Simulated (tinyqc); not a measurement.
Configuration-coordinate model of carrier capture at a defect: one step. The two parabolas. Four cases, with inputs chosen for the exercise.

Task: Form S, k, dQ, the crossing point Qc = (ER - ET)/(k dQ), Eb, and the emission barrier Eb + ET.

Two parabolas of equal curvature k in one coordinate Q: with the carrier free at the band edge, U_f = k Q^2/2; with the carrier trapped, U_t = k (Q - dQ)^2/2 - ET. ER = k dQ^2/2, Huang-Rhys factor S = ER/hw, hw = 0.0646541 sqrt(k/M) eV for k in eV/angstrom^2 and M in u. The curves cross at a height Eb = (ER - ET)^2/(4 ER) above the free minimum.

Case 1.

Values chosen (of the size met at a DX centre in AlGaAs; not measured data): ET = 0.1 eV (thermal depth of the level below the band edge); ER = 0.68 eV (relaxation energy); hw = 0.013 eV (phonon energy of the mode); M = 28 u (mass of the mode).

Case 2.

Values chosen (of the size met at a deep level in Si; not measured data): ET = 0.47 eV (thermal depth of the level below the band edge); ER = 0.2 eV (relaxation energy); hw = 0.041 eV (phonon energy of the mode); M = 28 u (mass of the mode).

Case 3.

Values chosen (of the size met at an oxide trap near a Si / SiO2 interface; not measured data): ET = 0.44 eV (thermal depth of the level below the band edge); ER = 1.48 eV (relaxation energy); hw = 0.036 eV (phonon energy of the mode); M = 16 u (mass of the mode).

Case 4.

Values chosen (of the size met at a deep level in Si; not measured data): ET = 0.35 eV (thermal depth of the level below the band edge); ER = 0.12 eV (relaxation energy); hw = 0.035 eV (phonon energy of the mode); M = 40 u (mass of the mode).

Give: S; k; dQ; Qc; barriers.

Result:

Case 1.

S = 52.308
k = 1.1320 eV/angstrom^2
dQ = 1.0961 angstrom
Qc = 0.4674 angstrom

barriers (eV): capture 0.1237, emission 0.2237

ER > ET: the crossing lies between the two minima (large relaxation); at Q = 0 the trapped level lies above the band edge.

Case 2.

S = 4.878
k = 11.2599 eV/angstrom^2
dQ = 0.1885 angstrom
Qc = -0.1272 angstrom

barriers (eV): capture 0.0911, emission 0.5611

ER < ET: the crossing lies on the far side of the free minimum (the inverted case), where tunnelling between vibrational states can matter much if Eb is well above hw.

Case 3.

S = 41.111
k = 4.9606 eV/angstrom^2
dQ = 0.7725 angstrom
Qc = 0.2714 angstrom

barriers (eV): capture 0.1827, emission 0.6227

ER > ET: the crossing lies between the two minima (large relaxation); at Q = 0 the trapped level lies above the band edge.

Case 4.

S = 3.429
k = 11.7221 eV/angstrom^2
dQ = 0.1431 angstrom
Qc = -0.1371 angstrom

barriers (eV): capture 0.1102, emission 0.4602

ER < ET: the crossing lies on the far side of the free minimum (the inverted case), where tunnelling between vibrational states can matter much if Eb is well above hw.

Computed by tinyqc, one run a case: `OMP_NUM_THREADS=1 python tinyqc.py N N+1 out.jsonl` with N = 1451298, 1451329, 1451424, 1451595; one thread of a shared Intel(R) Xeon(R) Processor @ 2.30GHz, about 0.01 s a run at most.
